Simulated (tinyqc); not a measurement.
Type-II superlattice in the two-band Kane model, step by step. Values are carried at full precision from step to step, so a last printed digit may differ when a step is redone from the rounded ones.

Motion along the axis, period d = a + b, c = hbar^2/2m0. Conduction and light-hole bands couple: (E - Ec)(E - Ev) = Ep c k^2 in each layer, with mass m(E) = (E - Ev)/Ep, which may be negative. The conduction envelope psi and psi'/m(E) are continuous; a layer carries them by [[cos kt, (m/k) sin kt], [-(k/m) sin kt, cos kt]] (cosh and sinh for k^2 < 0), and cos(q d) = tr(M_B M_A)/2. C1 is the first miniband above EvB, with its bottom at tr/2 = +1 and its top at -1; the gap is the bottom of C1 less the top heavy-hole level HH1.

Constants: hbar^2/2m0 = 3.80998211 eV angstrom^2; hc = 1239.841984 eV nm.

Inputs chosen for the exercise (near those of an InAs/GaSb superlattice; shifted at random, so the results belong to these values and not to a real crystal):
- a = 25 angstrom (layer A)
- b = 46 angstrom (layer B)
- EcA = 0 eV (conduction edge of A)
- EvA = -0.424 eV (valence edge of A)
- EcB = 0.929 eV (conduction edge of B)
- EvB = 0.105 eV (valence edge of B)
- EpA = 14.4 eV (coupling energy in A)
- EpB = 17.7 eV (coupling energy in B)
- E = 0.547 eV (trial energy)
- mhA = 0.33 m0 (heavy hole in A)
- mhB = 0.28 m0 (heavy hole in B)

## Wave numbers and masses at one energy

Give k^2 and m(E) in both layers.

Layers:
```
layer  k^2 (1/angstrom^2)  m(E) (m0)
A               0.0096810    0.06743
B              -0.0025037    0.02497
```

In B the decay constant is 0.0500 1/angstrom; across the gap of B it peaks at mid-gap, at 0.0502, and vanishes at both edges.

## Transfer matrices

Form M_A, M_B and half the trace of their product.

M_A (angstrom units):
```
          1         2
1  -0.77645   0.43188
2  -0.91954  -0.77645
```

M_B (angstrom units):
```
        1       2
1  5.0457  2.4682
2  9.9099  5.0457
```

tr/2 = -2.9126

E lies in a gap of the coupled bands.

## Edges and effective gap

Heavy holes are uncoupled: with e = EvB - E, p = sqrt(mhB e/c), w = sqrt(mhA (EvB - EvA - e)/c), the top level HH1 at q = 0 solves (p/mhB) tan(p b/2) = (w/mhA) tanh(w a/2).

C1 is the first miniband above EvB: bottom at tr/2 = +1, top at -1. The gap is its bottom less HH1; cut-off wavelength hc/gap.

bottom of C1 = 0.4237 eV
top of C1 = 0.4809 eV
HH1 = 0.0640 eV
gap = 0.3597 eV
cut-off = 3.45 micrometre

The bulk edges overlap by 105 meV; confinement lifts the electrons by 424 meV and lowers the holes by 41 meV, which opens the gap. It is 0.85 of the smaller bulk gap.

## Electron mass along the axis

m_z = -2 c f'/d^2 with f = tr/2 differentiated at the bottom of C1 (central difference of 1e-6 eV); compare the bulk edge mass (EcA - EvA)/EpA.

f' = -35.78 1/eV
m_z = 0.0541 m0
bulk edge mass of A = 0.0294 m0

## Checks

- Bottom of C1 from the two-band matrix on a staggered grid of 0.5 angstrom against the transfer matrix, eV: both 0.424.

Run: tinyqc, `OMP_NUM_THREADS=1 python tinyqc.py 1250125 1250126 out.jsonl`; Intel(R) Xeon(R) Processor @ 2.30GHz, one thread, shared host; about 0.04 s of CPU time with all checks.
